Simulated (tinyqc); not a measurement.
Bias dependence of the times: oxide trap near a transistor channel: two-state multiphonon kinetics, telegraph noise and bias instability. Computed by tinyqc, a small Python program. Command: `OMP_NUM_THREADS=1 python tinyqc.py 3015911 3015912 out.jsonl oxidetrap walk`. One thread of a shared host (Intel(R) Xeon(R) Processor @ 2.30GHz), about 0.01 s of CPU time with the checks.

An n-channel device under positive gate bias. The trap is empty (state 1) or holds an electron (state 2); both states are parabolas of equal curvature, and the electron reservoir is taken at the Fermi level of the channel.

Inputs (values chosen for the exercise, with an insulator like HfO2 on silicon):

| quantity | value | unit |
|---|---|---|
| insulator constant eps_ox | 21.7 | - |
| trap depth x from the interface | 0.41 | nm |
| tunnel barrier phi_b | 1.52 | eV |
| tunnelling mass m_ox | 0.2 | m_0 |
| trap level above E_F at zero field E_t | 0.23 | eV |
| relaxation energy E_R | 0.96 | eV |
| oxide field F | 2.8 | MV/cm |
| attempt rate k_0 at the interface | 2e+11 | 1/s |
| temperature T | 350 | K |

Parts treated: one trap and an ensemble.

Constants: hbar^2/(2 m_0) = 3.80998212 eV angstrom^2; k_B = 8.617333262e-05 eV/K.

Method. kappa = sqrt(2 m_ox phi_b)/hbar = sqrt(m_ox phi_b/(hbar^2/2m_0)); attenuation length lambda = 1/(2 kappa); factor exp(-x/lambda) for a rectangular barrier. E_21 = E_t - e F x is the energy of state 2 over state 1; barriers E_c = (E_R + E_21)^2/(4 E_R), E_e = E_c - E_21; tau_c = exp(E_c/k_B T)/(k_0 P), tau_e = exp(E_e/k_B T)/(k_0 P), P the tunnelling factor; occupation f_2 = tau_e/(tau_c + tau_e); 1/tau_0 = 1/tau_c + 1/tau_e.

tunnelling factor = 0.0986408

Against field:

| F (MV/cm) | E_21 (eV) | tau_c (s) | tau_e (s) | f_2 |
|---|---|---|---|---|
| 0.00 | 0.23000 | 1.0353e-05 | 5.0489e-09 | 0.00049 |
| 0.84 | 0.19556 | 5.1539e-06 | 7.8741e-09 | 0.00153 |
| 1.68 | 0.16112 | 2.6189e-06 | 1.2534e-08 | 0.00476 |
| 2.24 | 0.13816 | 1.6867e-06 | 1.7283e-08 | 0.01014 |
| 2.80 | 0.11520 | 1.0963e-06 | 2.4050e-08 | 0.02147 |
| 3.36 | 0.09224 | 7.1906e-07 | 3.3773e-08 | 0.04486 |
| 4.20 | 0.05780 | 3.8854e-07 | 5.7167e-08 | 0.12826 |

ln(tau_c/tau_e) falls by e x/k_B T = 1.359 per MV/cm, which measures the depth x if the change of surface potential with bias is left aside. Over these rows tau_c shortens by 1.43 decades and tau_e lengthens by 1.05; the shares differ because E_21 is not small against E_R. Caution: a field 1.5 times as high comes near the usual breakdown field of such an insulator.
